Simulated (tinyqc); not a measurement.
# A discretised effective-mass wire between two leads, recursive Green functions: what changes with what

Finite differences on a grid of step a give a chain with hopping -t, t = C/(m a^2), C = hbar^2/(2 m0), and site energies 2 t + U_i for the N = 5 sites of the device; the semi-infinite leads have site energy 2 t. Each slice is one site, and V = -t couples neighbouring slices.

Values chosen for this exercise:

| symbol | value | unit | meaning |
|---|---|---|---|
| m | 0.027 | m0 | effective mass |
| a | 0.82 | nm | grid step |
| U | [1.4, 0, 0, 0, 1.4] | eV | potential on the sites 1 to N |
| E | 0.633 | eV | energy above the band bottom of the leads |

Constants: q = 1.602176634e-19 C, hbar = 1.054571817e-34 J s, m0 = 9.1093837015e-31 kg, hbar^2/(2 m0) = 0.0380998212 eV nm^2. Results are converted to the units shown.

Each table varies one quantity; the others keep the values above.

## Transmission against energy

Sigma = t^2 g(E - 2 t), g(x) = (x - i sqrt(4 t^2 - x^2))/(2 t^2) for |x| < 2 t and (x - sign(x) sqrt(x^2 - 4 t^2))/(2 t^2) otherwise; Gamma = i (Sigma - Sigma^dagger); both leads give the same. Forward pass: g_1 = (E - H_1 - Sigma)^(-1), g_i = (E - H_i - V g_(i-1) V^dagger)^(-1), with Sigma also subtracted on the last slice; G_(i,1) = g_i V G_(i-1,1), starting from g_1. H_i is the block of slice i, its site energy. T(E) = Tr[Gamma G_(N,1) Gamma G_(N,1)^dagger].

Result of one run:
```
E (eV)  open modes     T(E)  T(E) per open mode
1.191            1  0.53574             0.53574
```

What becomes of these results when the energy above the band bottom of the leads E is changed from 1.191 to 2.57 eV, all else the same?

Result of the changed run:
```
E (eV)  open modes     T(E)  T(E) per open mode
2.57             1  0.92849             0.92849
```

The whole series:
```
E (eV)  open modes       T(E)  T(E) per open mode
0.042            1  0.0099305           0.0099305
0.272            1    0.20132             0.20132
0.502            1    0.88859             0.88859
0.732            1    0.86368             0.86368
0.961            1    0.62834             0.62834
1.191            1    0.53574             0.53574
1.421            1    0.52050             0.52050
1.651            1    0.55166             0.55166
1.881            1    0.61831             0.61831
2.111            1    0.71379             0.71379
2.34             1    0.82512             0.82512
2.57             1    0.92849             0.92849
2.8              1    0.99109             0.99109
```

T(E) lies between 0.00993 (E = 0.042 eV) and 0.991 (E = 2.8 eV) in these rows. The leads offer 1 open mode(s), of which the mean share 0.64 is transmitted. In 7 of the 13 rows E exceeds 0.6 t, where the lattice band lies more than 5 % below the parabola at the same k, so the grid is coarse for a continuum model.

## Convergence with the grid step

A flat barrier of height U0 = 1.4 eV and width d = 3.28 nm is laid on n sites with a = d/n (U = U0 on each, N = n). The continuum value is 1/[1 + U0^2 sinh^2(K d)/(4 E (U0 - E))], K = sqrt(m (U0 - E)/C) (sin and k above the barrier).

Convergence with the grid step:
```
n    a (nm)  t (eV)     T(E)  error (%)
2     1.640  0.5247  0.03799       22.7
4    0.8200   2.099  0.03349       8.15
8    0.4100   8.394  0.03164       2.16
16   0.2050   33.58  0.03114      0.548
32   0.1025   134.3  0.03101      0.137
64  0.05125   537.2  0.03098     0.0344
```

What does the table show?

The continuum value is 0.030967. The error goes from 23 % to 0.034 %, and the last halving of a cuts it by a factor of 4.0: second order, since the lattice band 2 t (1 - cos ka) departs from the parabola at order (ka)^4.

Program tinyqc, `OMP_NUM_THREADS=1 python tinyqc.py 2660035 2660036 out.jsonl`; Intel Xeon 2.30GHz, shared host, one thread, about 0.01 s.
